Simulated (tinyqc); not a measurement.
Ion implantation: universal nuclear stopping, Lindhard-Scharff electronic stopping and a Gaussian range profile: one step, computed by the program tinyqc.

An ion slows by elastic collisions with screened nuclei and by friction with electrons; channelling is ignored and the target is uniform.

Problem. Gaussian profile. C(x) = C_p exp(-(x - R_p)^2/(2 dR_p^2)) with C_p = Q/(sqrt(2 pi) dR_p), 1 nm = 1e-7 cm; the profile falls to the background at x_j = R_p + dR_p sqrt(2 ln(C_p/C_B)); the peak atomic fraction is C_p/N.

Inputs (values chosen for the exercise, modelled on fluorine ions in silicon): target density N = 49.94 1/nm^3; dose Q = 5.5e+13 1/cm^2; background C_B = 2e+16 1/cm^3.

straggle dR_p = 15.34781 nm

projected range R_p = 46.92603 nm

Give: peak concentration C_p; depth x_j where C falls to C_B; peak atomic fraction.

Solution.

peak concentration C_p = 1.430e+19 1/cm^3

Depth x_j where C falls to C_B = 102.6 nm

peak atomic fraction = 2.863e-04
